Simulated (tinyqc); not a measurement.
What moves the results: plasmons of a degenerate electron gas in the random-phase approximation. A value that a table varies takes the place of the one given here.

Zero temperature, parabolic band: kF = (3 pi^2 n)^(1/3), EF = c kF^2/m, Ep^2 = 8 pi c e2 n/(m eb), qTF^2 = 6 pi e2 n/(eb EF), c = hbar^2/2m0, e2 = e^2/(4 pi eps0), n in 1/angstrom^3 (1e-24 per 1/cm^3).

Lindhard function: eps(q, E)/eb = 1 + (qTF/q)^2 (f1 + i f2) with z = q/(2 kF), u = E/(hbar vF q), hbar vF = 2 c kF/m; f1 = 1/2 + [h(z - u) + h(z + u)]/(8 z), h(x) = (1 - x^2) ln|(x + 1)/(x - 1)|; f2 = pi u/2 for z + u < 1, (pi/(8 z))(1 - (z - u)^2) for |z - u| < 1 < z + u, else 0. Pairs exist for c (q^2 - 2 q kF)/m < E < c (q^2 + 2 q kF)/m.

Constants: hbar^2/2m0 = 3.80998211 eV angstrom^2; e^2/(4 pi eps0) = 14.39964547 eV angstrom; a0 (Bohr radius) = 0.5291772105 angstrom.

Parameters, chosen for this exercise (mass and background constant near those of GaN; polar phonons, which mix with the plasmon in the real crystal, and the rise of the mass with filling are left out; not measured data): n = 4.6e+18 1/cm^3 (electron density); m = 0.2 m0 (mass); eb = 5.22 (background dielectric constant); ed = 2.1 (dielectric constant of the surroundings); d = 100 angstrom (film thickness); qp = 0.034 1/angstrom (wave vector of the plasmon).

## Dispersion and weight of the plasmon

Short formula: E^2 = Ep^2 + (3/5)(hbar vF q)^2 + (c q^2/m)^2; qc is where the plasmon meets the top of the continuum. The weight is the share of the f-sum that the plasmon carries, 2E/(Ep^2 d(eps/eb)/dE); a dash marks no undamped root.

Energies (meV):
```
q (1/angstrom)   q/kF  top of continuum  plasmon  short formula  weight
0.00420         0.082             8.569    78.21          78.21   1.000
0.0105          0.204             22.68    79.60          79.59   1.000
0.0168          0.327             38.31    82.29          82.19   0.997
0.0231          0.449             55.45    86.52          86.08   0.987
0.0294          0.571             74.10    92.75          91.32   0.953
0.0336          0.653             87.37    98.41          95.61   0.895
0.0378          0.735             101.3    105.8          100.6   0.768
0.0407          0.791             111.3    112.3          104.4   0.564
0.0462          0.898             131.2        -          112.5       -
0.0546          1.061             163.8        -          127.2       -
```

qc = 0.04200 1/angstrom

Ep = 77.94 meV. The plasmon rises from 78.21 to 112.3 meV just before qc, 44 % above Ep. The short formula errs by -0.52 % at q/kF = 0.45 and -7.10 % next to qc. The weight falls from 1.000 to 0.564 as pairs take over the sum.

## Density dependence

n is multiplied by the factor listed.

Results:
```
factor     rs  EF (meV)  Ep (meV)  Ep/EF  qc/kF  alpha = 3 EF/(5 Ep)
0.10    5.818     10.86     24.65  2.269  1.086                0.264
0.20    4.618     17.25     34.86  2.021  0.997                0.297
0.50    3.403     31.77     55.12  1.735  0.890                0.346
1.0     2.701     50.43     77.94  1.546  0.816                0.388
2.0     2.144     80.05     110.2  1.377  0.748                0.436
5.0     1.579     147.5     174.3  1.182  0.667                0.508
10      1.254     234.1     246.5  1.053  0.611                0.570
```

Over two decades Ep grows by 10.0 (n^(1/2)) and EF by 21.5 (n^(2/3)), so Ep/EF falls from 2.269 to 1.053 as sqrt(rs), and qc/kF from 1.086 to 0.611: in a dense gas the plasmon enters the continuum earlier on the scale of kF. alpha is the coefficient in E = Ep + alpha hbar^2 q^2/(m m0). The random-phase values are only rough in the rows with rs above about 2 (up to 5.8 here); in a doped crystal the Mott density, below which donors bind the electrons, lies near rs = 2.4 when rs is formed with the static constant.

## Thin film modes against wave vector (bulk, surface, particle and sheet plasmons)

Drude medium eps = eb (1 - Ep^2/E^2), no retardation. A film of thickness d has modes eps = -ed coth(q d/2) (lower) and eps = -ed tanh(q d/2) (upper); a sheet with ns = n d has E^2 = 4 pi c e2 ns q/(m ed). One surface: eps = -ed; small sphere: eps = -2 ed.

Modes (meV):
```
q d    q (1/angstrom)  lower  upper  sheet
0.020        0.000200  12.14  77.79  12.29
0.050        0.000500  18.85  77.56  19.43
0.10          0.00100  25.91  77.17  27.48
0.20          0.00200  34.73  76.43  38.86
0.50          0.00500  47.95  74.37  61.44
1.0            0.0100  56.99  71.57  86.90
2.0            0.0200  63.05  68.19  122.9
4.0            0.0400  65.47  66.16  173.8
8.0            0.0800  65.81  65.83  245.8
```

bulk, surface, sphere (meV): 77.94  65.82  58.02

At small q d the lower mode tends to the sheet law sqrt(q) (within 5 % up to q d = 0.05 of the values listed) and the upper one starts near the bulk value. At q d = 8 the two are 0.013 meV apart around the surface value 65.82 meV. Retardation, left out here, matters where q is below about three times sqrt(ed) E/(hbar c), hbar c = 1973.27 eV angstrom: that holds for 0 of the rows (from the top) for the lower mode and 0 for the upper one. From q d = 4 on q exceeds half of kF = 0.0515 1/angstrom, where a local dielectric function has failed; it does so earlier, once hbar vF q nears the mode energy.

## What moves the plasmon

The plasmon is taken at qp. Each row changes one parameter from the base and keeps the others.

Results:
```
case                    Ep (meV)  plasmon at qp (meV)  qc (1/angstrom)
base                       77.94                99.03          0.04200
n = 5.52e+18 1/cm^3        85.38                106.5          0.04363
m = 0.23 m0                72.68                89.66          0.04426
eb = 4.698                 82.16                102.1          0.04369
qp = 0.0238 1/angstrom     77.94                87.11          0.04200
```

The largest shifts from the base row, up to three for each result and ties (the steps differ in size, so this ranks the rows, not the parameters). Ep (meV): n +7.44, m -5.26, eb +4.22; unchanged at the printed digits by qp. plasmon at qp (meV): qp -11.9, m -9.37, n +7.51. qc (1/angstrom): m +0.00226, eb +0.00169, n +0.00162; unchanged at the printed digits by qp.

(tinyqc, `OMP_NUM_THREADS=1 python tinyqc.py 1650733 1650734 out.jsonl`, Intel(R) Xeon(R) Processor @ 2.30GHz, 1 thread, shared host, about 0.01 s.)
